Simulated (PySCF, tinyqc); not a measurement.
Worked calculation: coupled-perturbed Hartree-Fock on RHF in the sto-3g basis, for Be, spin multiplicity 1. The lowest restricted solution is unstable here: a spin-polarised one lies 0.0012 hartree lower (PySCF). Computed by tinyqc, a small Python program that keeps every step (integrals from PySCF). Settings: charge = 0, multiplicity = 1, basis = sto-3g, method = RHF, energy threshold = 1e-10, iteration cap = 90, orthogonalisation = symmetric, start = atomic densities, DIIS depth = 6. Command: `OMP_NUM_THREADS=1 python tinyqc.py 25226 25227 out.jsonl` (the two numbers bound the seeds that draw the settings). One thread of a shared host (Intel(R) Xeon(R) Processor @ 2.60GHz), about 0.09 s of CPU time with the checks. The early iterations of the SCF are left out here.

## One-electron integrals

Geometry (angstrom):
```
atom         x         y         z
Be    0.000000  0.000000  0.000000
```

Basis sto-3g: exponents (1/bohr^2) and contraction coefficients of normalised primitives:
```
element  l (shell)   exponent  coefficient
Be           s (1)  30.167871     0.154329
Be           s (1)   5.495115     0.535328
Be           s (1)   1.487193     0.444635
Be           s (2)   1.314833    -0.099967
Be           s (2)   0.305539     0.399513
Be           s (2)   0.099371     0.700115
Be           p (3)   1.314833     0.155916
Be           p (3)   0.305539     0.607684
Be           p (3)   0.099371     0.391957
```

Overlap, kinetic and nuclear-attraction integrals over the contracted functions; the nuclear repulsion is the sum of Za Zb / Rab.

nuclear repulsion = 0 hartree

overlap S:
```
           1Be 1s    1Be 2s   1Be 2px   1Be 2py   1Be 2pz
1Be 1s   1.000000  0.259517  0.000000  0.000000  0.000000
1Be 2s   0.259517  1.000000  0.000000  0.000000  0.000000
1Be 2px  0.000000  0.000000  1.000000  0.000000  0.000000
1Be 2py  0.000000  0.000000  0.000000  1.000000  0.000000
1Be 2pz  0.000000  0.000000  0.000000  0.000000  1.000000
```

kinetic energy T (hartree):
```
            1Be 1s     1Be 2s   1Be 2px   1Be 2py   1Be 2pz
1Be 1s    6.693975  -0.033012  0.000000  0.000000  0.000000
1Be 2s   -0.033012   0.211111  0.000000  0.000000  0.000000
1Be 2px   0.000000   0.000000  0.660592  0.000000  0.000000
1Be 2py   0.000000   0.000000  0.000000  0.660592  0.000000
1Be 2pz   0.000000   0.000000  0.000000  0.000000  0.660592
```

nuclear attraction V (hartree):
```
             1Be 1s     1Be 2s    1Be 2px    1Be 2py    1Be 2pz
1Be 1s   -14.561092  -1.899246   0.000000   0.000000   0.000000
1Be 2s    -1.899246  -2.313268   0.000000   0.000000   0.000000
1Be 2px    0.000000   0.000000  -2.294749   0.000000   0.000000
1Be 2py    0.000000   0.000000   0.000000  -2.294749   0.000000
1Be 2pz    0.000000   0.000000   0.000000   0.000000  -2.294749
```

core Hamiltonian H = T + V (hartree):
```
            1Be 1s     1Be 2s    1Be 2px    1Be 2py    1Be 2pz
1Be 1s   -7.867117  -1.932258   0.000000   0.000000   0.000000
1Be 2s   -1.932258  -2.102157   0.000000   0.000000   0.000000
1Be 2px   0.000000   0.000000  -1.634157   0.000000   0.000000
1Be 2py   0.000000   0.000000   0.000000  -1.634157   0.000000
1Be 2pz   0.000000   0.000000   0.000000   0.000000  -1.634157
```

## Two-electron integrals

Functions are numbered as in S; the eight-fold symmetry (ij|kl) = (ji|kl) = (kl|ij) leaves the list below.

Two-electron integrals (ij|kl) in chemists' order, unique and non-zero (hartree):
```
(11|11) 2.298831   (21|11) 0.392036   (21|21) 0.079539   (22|11) 0.570988
(22|21) 0.143041   (22|22) 0.417683   (31|31) 0.014607   (32|31) 0.021888
(32|32) 0.092265   (33|11) 0.569578   (33|21) 0.143083   (33|22) 0.417589
(33|33) 0.449859   (41|41) 0.014607   (42|41) 0.021888   (42|42) 0.092265
(43|43) 0.024249   (44|11) 0.569578   (44|21) 0.143083   (44|22) 0.417589
(44|33) 0.401360   (44|44) 0.449859   (51|51) 0.014607   (52|51) 0.021888
(52|52) 0.092265   (53|53) 0.024249   (54|54) 0.024249   (55|11) 0.569578
(55|21) 0.143083   (55|22) 0.417589   (55|33) 0.401360   (55|44) 0.401360
(55|55) 0.449859
```

## Orthogonalisation

S = U s U^T; symmetric (Loewdin) form X = U s^(-1/2) U^T, so that X^T S X = 1.

eigenvalues of S: 0.740483  1.000000  1.000000  1.000000  1.259517

X:
```
            1Be 1s     1Be 2s   1Be 2px   1Be 2py   1Be 2pz
1Be 1s    1.026569  -0.135528  0.000000  0.000000  0.000000
1Be 2s   -0.135528   1.026569  0.000000  0.000000  0.000000
1Be 2px   0.000000   0.000000  1.000000  0.000000  0.000000
1Be 2py   0.000000   0.000000  0.000000  1.000000  0.000000
1Be 2pz   0.000000   0.000000  0.000000  0.000000  1.000000
```

## Starting guess

The start is atomic minimal-basis densities projected into this basis (PySCF's MINAO start) and scaled to the electron count of each spin; this density is not idempotent, so its energy is not variational and may lie below the converged one.

D at the start:
```
            1Be 1s     1Be 2s   1Be 2px   1Be 2py   1Be 2pz
1Be 1s    2.161369  -0.546042  0.000000  0.000000  0.000000
1Be 2s   -0.546042   2.122046  0.000000  0.000000  0.000000
1Be 2px   0.000000   0.000000  0.000000  0.000000  0.000000
1Be 2py   0.000000   0.000000  0.000000  0.000000  0.000000
1Be 2pz   0.000000   0.000000  0.000000  0.000000  0.000000
```

## Iteration 3 (converged): orbitals

converged F (hartree):
```
            1Be 1s     1Be 2s   1Be 2px   1Be 2py   1Be 2pz
1Be 1s   -4.481297  -1.266056  0.000000  0.000000  0.000000
1Be 2s   -1.266056  -0.594757  0.000000  0.000000  0.000000
1Be 2px   0.000000   0.000000  0.221086  0.000000  0.000000
1Be 2py   0.000000   0.000000  0.000000  0.221086  0.000000
1Be 2pz   0.000000   0.000000  0.000000  0.000000  0.221086
```

Diagonalise F' = X^T F X, C = X C', fill 2 alpha and 2 beta electrons from the bottom; D = 2 C_occ C_occ^T. Each column has its largest component positive (the first on a tie).

F' = X^T F X (hartree):
```
           1          2         3         4         5
1  -4.381226  -0.651256  0.000000  0.000000  0.000000
2  -0.651256  -0.356804  0.000000  0.000000  0.000000
3   0.000000   0.000000  0.221086  0.000000  0.000000
4   0.000000   0.000000  0.000000  0.221086  0.000000
5   0.000000   0.000000  0.000000  0.000000  0.221086
```

orbital energies (hartree): MO1 -4.483992, MO2 -0.254038, MO3 0.221086, MO4 0.221086, MO5 0.221086

coefficients C:
```
              MO1        MO2       MO3       MO4       MO5
1Be 1s   0.992898  -0.293881  0.000000  0.000000  0.000000
1Be 2s   0.026138   1.035147  0.000000  0.000000  0.000000
1Be 2px  0.000000   0.000000  1.000000  0.000000  0.000000
1Be 2py  0.000000   0.000000  0.000000  1.000000  0.000000
1Be 2pz  0.000000   0.000000  0.000000  0.000000  1.000000
```

D after iteration 3:
```
            1Be 1s     1Be 2s   1Be 2px   1Be 2py   1Be 2pz
1Be 1s    2.144425  -0.556515  0.000000  0.000000  0.000000
1Be 2s   -0.556515   2.144425  0.000000  0.000000  0.000000
1Be 2px   0.000000   0.000000  0.000000  0.000000  0.000000
1Be 2py   0.000000   0.000000  0.000000  0.000000  0.000000
1Be 2pz   0.000000   0.000000  0.000000  0.000000  0.000000
```

Within a degenerate level the vectors are fixed only up to a rotation; this is one choice.

## Convergence

Stop when the energy changes by less than 1e-10 hartree and every element of the error matrix X^T (F D S - S D F) X is below 3e-06.

Course of the cycle:
```
iteration   E (hartree)    change  largest element of the error matrix
1          -14.44098606         -                             1.44e-02
2          -14.35188048  8.91e-02                             2.34e-16
3          -14.35188048  0.000000                             1.69e-15
```

PySCF RHF in the same basis = -14.35188048 hartree

Converged in 3 iterations.

## Populations

Mulliken: Z minus the diagonal of D S on the atom; Loewdin: the same with S^(1/2) D S^(1/2).

Charges (e):
```
atom  Mulliken  Loewdin
1Be          0        0
```

## Integrals over molecular orbitals

(pq|rs) = sum C_ip C_jq C_kr C_ls (ij|kl), one index at a time.

one-electron integrals over orbitals h = C^T H C (hartree):
```
           1          2          3          4          5
1  -7.857501   0.267574   0.000000   0.000000   0.000000
2   0.267574  -1.756350   0.000000   0.000000   0.000000
3   0.000000   0.000000  -1.634157   0.000000   0.000000
4   0.000000   0.000000   0.000000  -1.634157   0.000000
5   0.000000   0.000000   0.000000   0.000000  -1.634157
```

Two-electron integrals over orbitals (pq|rs), unique and non-zero (hartree):
```
(11|11) 2.275334    (21|11) -0.253330   (21|21) 0.044298    (22|11) 0.571236
(22|21) -0.014244   (22|22) 0.404138    (31|31) 0.015599    (32|31) 0.020563
(32|32) 0.086809    (33|11) 0.569229    (33|21) -0.008940   (33|22) 0.409597
(33|33) 0.449859    (41|41) 0.015599    (42|41) 0.020563    (42|42) 0.086809
(43|43) 0.024249    (44|11) 0.569229    (44|21) -0.008940   (44|22) 0.409597
(44|33) 0.401360    (44|44) 0.449859    (51|51) 0.015599    (52|51) 0.020563
(52|52) 0.086809    (53|53) 0.024249    (54|54) 0.024249    (55|11) 0.569229
(55|21) -0.008940   (55|22) 0.409597    (55|33) 0.401360    (55|44) 0.401360
(55|55) 0.449859
```

## Response to a field: uncoupled start

dipole integrals <a|y|i> (bohr):
```
          i1        i2
a3  0.000000  0.000000
a4  0.147388  1.264640
a5  0.000000  0.000000
```

Field along y; U_ai = -mu_ai / (e_a - e_i), alpha = -4 sum U_ai mu_ai.

uncoupled U:
```
           i1         i2
a3   0.000000   0.000000
a4  -0.031325  -2.661708
a5   0.000000   0.000000
```

uncoupled polarisability = 13.482882 bohr^3

## Coupled step 1

U_ai = -(mu_ai + sum_bj [4 (ai|bj) - (ab|ij) - (aj|bi)] U_bj) / (e_a - e_i); alpha = -4 sum U_ai mu_ai.

U after step 1:
```
          i1         i2
a3  0.000000   0.000000
a4  0.005151  -3.492722
a5  0.000000   0.000000
```

polarisability = 17.665113 bohr^3

## Coupled step 2

As before.

U after step 2:
```
          i1         i2
a3  0.000000   0.000000
a4  0.021676  -3.759050
a5  0.000000   0.000000
```

polarisability = 19.002606 bohr^3

## Coupled polarisability

Repeat until U stops changing; compare with -d2E/dF2.

Course of the coupled iterations:
```
step  alpha (bohr^3)
0          13.482882
1          17.665113
2          19.002606
3          19.434572
4          19.574514
5          19.619894
6          19.634614
7          19.639389
8          19.640938
9          19.641441
10         19.641604
11         19.641657
12         19.641674
13         19.641680
14         19.641681
15         19.641682
16         19.641682
17         19.641682
18         19.641682
```

coupled polarisability = 19.641682 bohr^3

finite-field check, fields of +/-0.001 au = 19.641527 bohr^3
